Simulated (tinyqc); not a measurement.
Inside a calculation. Method: Hubbard chain of 2 sites. Computed by tinyqc, a small Python program that keeps every step. Settings: hopping = 1.85, U = 6.8, mixing = 1, iteration cap = 89. Command: `OMP_NUM_THREADS=1 python tinyqc.py 27940 27941 out.jsonl` (the two numbers bound the seeds that draw the settings). One thread of a shared host (Intel(R) Xeon(R) Processor @ 2.60GHz), about 0.1 s of CPU time with the checks. Later iterations appear only in the table of the cycle.

## Mean-field iteration 1

one-body matrix (hopping and site energies) (eV):
```
           1          2
1   0.000000  -1.850000
2  -1.850000   0.000000
```

U = 6.800000 eV

electrons, up and down: 1  1

mixing = 1

n(up) at the start (a guess, not normalised): 1 0.950000, 2 0.050000

n(down) at the start (a guess): 1 0.050000, 2 0.950000

H(up) = T + U n(down), H(down) = T + U n(up); fill the lowest levels; n(new) = n + mixing (n(out) - n); E = tr T (rho up + rho down) + U sum n_up n_down of the output.

levels, up (eV): -0.175766  6.975766

levels, down (eV): -0.175766  6.975766

energy = -1.004185 eV

n(up) after iteration 1: 1 0.927880, 2 0.072120

n(down) after iteration 1: 1 0.072120, 2 0.927880

## Mean-field iteration 2

As before.

levels, up (eV): -0.047926  6.847926

levels, down (eV): -0.047926  6.847926

energy = -1.006423 eV

n(up) after iteration 2: 1 0.921933, 2 0.078067

n(down) after iteration 2: 1 0.078067, 2 0.921933

## Mean-field iteration 3

As before.

levels, up (eV): -0.013866  6.813866

levels, down (eV): -0.013866  6.813866

energy = -1.006601 eV

n(up) after iteration 3: 1 0.920219, 2 0.079781

n(down) after iteration 3: 1 0.079781, 2 0.920219

## Convergence

Each step fills the lowest levels of T + U n(other spin) and sets n(new) = n + mixing (n(out) - n); stop when output and input agree to 1e-8.

Course of the cycle:
```
iteration       E (eV)  largest |n(out) - n(in)|  mean |n_up - n_down|
1          -1.00418547                  2.21e-02              0.855761
2          -1.00642316                  5.95e-03              0.843866
3          -1.00660104                  1.71e-03              0.840438
4          -1.00661620                  5.03e-04              0.839431
5          -1.00661752                  1.49e-04              0.839134
6          -1.00661764                  4.40e-05              0.839046
7          -1.00661765                  1.30e-05              0.839020
8          -1.00661765                  3.86e-06              0.839012
9          -1.00661765                  1.14e-06              0.839010
10         -1.00661765                  3.38e-07              0.839009
11         -1.00661765                  1.00e-07              0.839009
12         -1.00661765                  2.96e-08              0.839009
13         -1.00661765                  8.77e-09              0.839009
```

local moments n_up - n_down: 1 0.839009, 2 -0.839009

Converged in 13 iterations. Before convergence this energy mixes input and output and is not variational, so it may rise towards its limit.

## The many-body Hamiltonian

Basis: all placements (u, d, 2, 0 on each site), up operators ordered before down ones; hops carry the sign of the same-spin electrons passed.

H (eV), lower triangle:
```
           20         ud         du        02
20   6.800000
ud  -1.850000   0.000000
du  -1.850000   0.000000   0.000000
02   0.000000  -1.850000  -1.850000  6.800000
```

## Exact diagonalisation (4 states)

Lowest levels of the sector, and the double occupancy of the lowest state.

lowest levels (eV): -1.624938  0.000000  6.800000  8.424938

double occupancy per site = 0.080844

The mean-field solution above lies 0.6183 eV above the exact energy.
